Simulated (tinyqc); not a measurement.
Out-diffusion of a doped substrate or buried layer into a growing epitaxial film: one step, computed by the program tinyqc. Command: `OMP_NUM_THREADS=1 python tinyqc.py 3020112 3020113 out.jsonl buried walk`. One thread of a shared host (Intel(R) Xeon(R) Processor @ 2.30GHz), about 0.01 s of CPU time with the checks.

x is counted from the original substrate surface into the film, whose surface moves as x = v t. Substrate dopant has one diffusivity; the dopant of the film is taken as uniform.

Question. Moving boundary against the simple erfc. For a surface that grows from dopant-free material and loses none by evaporation, with u = x/l and s = G - u: C/C_s = (1/2) [erfc(u) + (1 + 4 G (G + s)) exp(4 G s) erfc(G + s) - (4G/sqrt(pi)) exp(-u^2)]; for large G it tends to (1/2) erfc(u). Early in the growth G = sqrt(v x_s/(4 D)) for the thickness x_s reached so far; rows give C at the interface (u = 0) and at the surface (u = G).

Inputs (values chosen for the exercise, modelled on antimony in silicon): substrate concentration C_s = 4.1e+18 1/cm^3; growth rate v = 0.055 um/min; growth temperature T = 1075 C.

Film doping: opposite type.

diffusivity D = 9.694145e-15 cm^2/s

Give: The first stage of growth.

Answer.

The first stage of growth:
```
G     C/C_s at the interface  C at the surface (1/cm^3)  simple erfc there (1/cm^3)  ratio  thickness x_s (nm)
0.10                  0.8240                  3.254e+18                   1.819e+18  1.788           4.230e-02
0.25                  0.6797                  2.251e+18                   1.484e+18  1.518           2.644e-01
0.50                  0.5772                  1.147e+18                   9.830e+17  1.167           1.058e+00
0.75                  0.5381                  5.395e+17                   5.921e+17  0.911           2.379e+00
1.00                  0.5209                  2.328e+17                   3.225e+17  0.722           4.230e+00
1.50                  0.5079                  3.291e+16                   6.948e+16  0.474           9.518e+00
2.00                  0.5037                  3.139e+15                   9.589e+15  0.327           1.692e+01
2.50                  0.5020                  1.974e+14                   8.343e+14  0.237           2.644e+01
3.00                  0.5012                  8.037e+12                   4.529e+13  0.177           3.807e+01
```

Caution: rows with a thickness or a length l = x_s/G below about 1 nm are formal for a continuum model.
